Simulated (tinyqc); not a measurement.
Worked calculation: quantum-confined Stark effect in a modulator well. Values are carried at full precision from step to step, so a last printed digit may differ when a step is redone from the rounded ones.

Constants: hbar^2/2m0 = 3.80998211 eV angstrom^2; e^2/(4 pi eps0) = 14.39964547 eV angstrom; hc = 1239.841984 eV nm.

Values chosen for the exercise (near those of a Ge well in SiGe, direct gap; shifted at random, so the results belong to these values and not to a real crystal): L = 102 angstrom (well width); me = 0.042 m0 (electron, well); mh = 0.216 m0 (heavy hole along z, well); F = 57 kV/cm (field); Vc = 0.383 eV (conduction offset); Vv = 0.116 eV (heavy-hole offset); meb = 0.0548 m0 (electron, barrier); mhb = 0.22 m0 (heavy hole, barrier); Eg = 0.855 eV (gap of the well); mp = 0.074 m0 (heavy hole in the plane); eps = 15.7 (dielectric constant); dE = 8 meV (operating point below the zero-field line); G = 6 meV (half width of the exciton line).

## Estimate for hard walls

Second order: each level moves by -C m (e F)^2 L^4/(2c), C = (15/pi^2 - 1)/(24 pi^2), c = hbar^2/2m0, 1 kV/cm = 1e-5 eV/angstrom. It holds while e F L is no more than about twice 3 c pi^2/(m L^2).

Estimate:

| carrier | shift (meV) | e F L over the level spacing |
|---|---|---|
| electron | -0.43 | 0.23 |
| heavy hole | -2.19 | 1.16 |

The hole, 5.1 times heavier, carries 84 % of the estimated shift; for hard walls second order errs by about 2 % at a ratio of 1 and 13 % at 3.

## Levels and envelopes

Envelopes on cells of 0.5 angstrom over the well |z| < L/2 and 45 angstrom of barrier on each side, psi = 0 beyond, psi'/m continuous (mean mass between points), c = hbar^2/2m0. The electron sees + e F z and the hole - e F z, each with its offset in the barriers; 1 kV/cm = 1e-5 eV/angstrom. Light holes, band mixing and escape by tunnelling are left out.

Ground levels, squared overlap and separation <z>_h - <z>_e without and with the field.

Results:

| F (kV/cm) | E_e (meV) | E_h (meV) | overlap^2 | separation (angstrom) |
|---|---|---|---|---|
| 0 | 47.45 | 10.75 | 0.996 | 0.0 |
| 57 | 45.97 | 5.47 | 0.788 | 22.5 |

The electron level moves by -1.48 meV (3.5 times the hard-wall estimate, since it leaks into the barriers and sees a wider well) and the hole level by -5.28 meV (2.41 times).

## Exciton

Exciton: in-plane function exp(-rho/lam), 1/mu = 1/me + 1/mp, E(lam) = c/(mu lam^2) - (q/eps) times the integral over k of Fm(k)(1 + (k lam/2)^2)^(-3/2), Fm(k) the double integral of psi_e^2 psi_h^2 exp(-k |z - z'|), q = e^2/(4 pi eps0); binding Eb = -E at the minimum. Line at Eg + E_e + E_h - Eb, strength proportional to overlap^2/lam^2.

Minimise over lam without and with the field.

Results:

| F (kV/cm) | lam (angstrom) | Eb (meV) | line (eV) | nm | overlap^2/lam^2 (1e-4/angstrom^2) |
|---|---|---|---|---|---|
| 0 | 220.1 | 3.98 | 0.9092 | 1363.6 | 0.2056 |
| 57 | 228.6 | 3.81 | 0.9026 | 1373.6 | 0.1508 |

The weaker binding gives back 0.18 meV of the red shift, leaving 6.6 meV; the strength falls to 73 %.

## Contrast at the operating point

With a Gaussian line of half width G, the absorption at E_op = line(0) - dE is proportional to strength x exp(-ln2 ((E_op - line)/G)^2); continuum absorption is left out. Give it at both fields, relative to the zero-field peak.

E_op = 0.9012 eV
wavelength = 1375.7 nm

absorption without and with the field: 0.29  0.71

The field changes the absorption by +0.41 of the zero-field peak. The zero-field tail still absorbs here, since dE is no more than 2G, which costs insertion loss.

## Checks

- Zero-field levels against the matching condition of the square well, meV: largest difference 7.7e-02.
- Slope d(E_e + E_h)/dF against minus the separation (Hellmann-Feynman), angstrom: both -22.5.

Computed by tinyqc, a small Python program: `OMP_NUM_THREADS=1 python tinyqc.py 1250448 1250449 out.jsonl` (the numbers bound the seed that draws the inputs); one thread of a shared host (Intel(R) Xeon(R) Processor @ 2.30GHz), about 0.1 s for the whole set of steps.
